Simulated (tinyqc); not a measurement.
Doping and thickness from pinch-off voltage and conductance.

Inverse problem. A uniform channel has Vp = q Nd a^2/(2 eps0 eps_r) and G0 = q mu Nd a W/L. Find a and Nd.

Values chosen for this exercise; material values those of a made-up semiconductor:

| symbol | value | unit | meaning |
|---|---|---|---|
| eps_r | 13.3 |  | relative permittivity of the semiconductor |
| mu | 4400 | cm^2/(V s) | low-field mobility at this doping |
| L | 0.5 | um | gate length |
| W | 100 | um | gate width |

Constants: q = 1.602176634e-19 C, eps0 = 8.8541878128e-14 F/cm where lengths are in cm. Results are converted to the units shown.

Vp = 4.0816079 V
G0 = 422.97463 mS

Solution. G0 gives the product Nd a and Vp gives Nd a^2; their ratio is a.

a = 200.0 nm
Nd = 1.500e17 cm^-3

Computed by the program tinyqc: `OMP_NUM_THREADS=1 python tinyqc.py 2500009 2500010 out.jsonl`, one thread of a shared Intel Xeon 2.30GHz, about 0.04 s for the whole run.
